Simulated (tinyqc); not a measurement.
What each parameter does: core-shell quantum dot (spherical envelope functions).

Parabolic bands; strain and other valleys are left out. s states, u = r psi, hard wall at R + H, c = hbar^2/2m0, energies from the band edges of the core. Core: u = sin(k1 r)/k1, k1 = sqrt(m1 E/c). At R, psi and psi'/m are continuous, so u is continuous and its slope in the shell is s = u/R + (m2/m1)(u' - u/R). Shell: u(R + x) = u(R) cos(k2 x) + s sin(k2 x)/k2, k2 = sqrt(m2 (E - V)/c); for negative arguments the functions turn into sinh and cosh. A level has u(R + H) = 0.

Overlap = (integral of u_e u_h)^2 with normalised u. Coulomb integrals J_ab = (q/eps) double integral of u_a(r)^2 u_b(s)^2/max(r, s), q = e^2/(4 pi eps0), one eps everywhere. Exciton E = Eg + E_e + E_h - J_eh; first-order biexciton shift J_ee + J_hh - 2 J_eh (positive: repulsive).

Constants: hbar^2/2m0 = 3.80998211 eV angstrom^2; e^2/(4 pi eps0) = 14.39964547 eV angstrom; hc = 1239.841984 eV nm.

Inputs chosen for the exercise (near those of a CdTe/CdSe core-shell dot; not measured data):

| symbol | value | unit | meaning |
|---|---|---|---|
| R | 28 | angstrom | core radius |
| H | 12 | angstrom | shell thickness |
| Vc | -0.302 | eV | conduction edge of the shell above that of the core |
| Vv | 0.549 | eV | hole barrier of the shell |
| me1 | 0.102 | m0 | electron, core |
| me2 | 0.129 | m0 | electron, shell |
| mh1 | 0.363 | m0 | hole, core |
| mh2 | 0.441 | m0 | hole, shell |
| Eg | 1.505 | eV | gap of the core |
| eps | 7.3 |  | dielectric constant |

All quantities anew. Each row changes one parameter from the base and keeps the others.

Results:

| case | E (eV) | overlap | electron in core | biexciton shift (meV) |
|---|---|---|---|---|
| base | 1.641 | 0.780 | 0.725 | 8.9 |
| R = 25 angstrom | 1.673 | 0.775 | 0.688 | 10.2 |
| H = 17 angstrom | 1.555 | 0.553 | 0.503 | 18.9 |
| Vc = -0.402 eV | 1.614 | 0.735 | 0.685 | 10.9 |
| Vv = 0.412 eV | 1.638 | 0.812 | 0.725 | 7.6 |
| me2 = 0.161 m0 | 1.603 | 0.725 | 0.678 | 11.4 |
| mh1 = 0.29 m0 | 1.657 | 0.818 | 0.725 | 6.9 |
| eps = 8.4 | 1.653 | 0.780 | 0.725 | 7.7 |

The largest shifts from the base row, up to three for each result and ties (the steps differ in size, so this ranks the rows, not the parameters). E (eV): H -0.087, me2 -0.038, R +0.032. overlap: H -0.227, me2 -0.055, Vc -0.045; unchanged at the printed digits by eps. electron in core: H -0.222, me2 -0.046, Vc -0.040; unchanged at the printed digits by Vv, mh1 and eps. biexciton shift (meV): H +10.1, me2 +2.6, Vc +2.0.

Program tinyqc; command `OMP_NUM_THREADS=1 python tinyqc.py 1282606 1282607 out.jsonl`; about 0.02 s on one thread of a shared Intel(R) Xeon(R) Processor @ 2.30GHz.
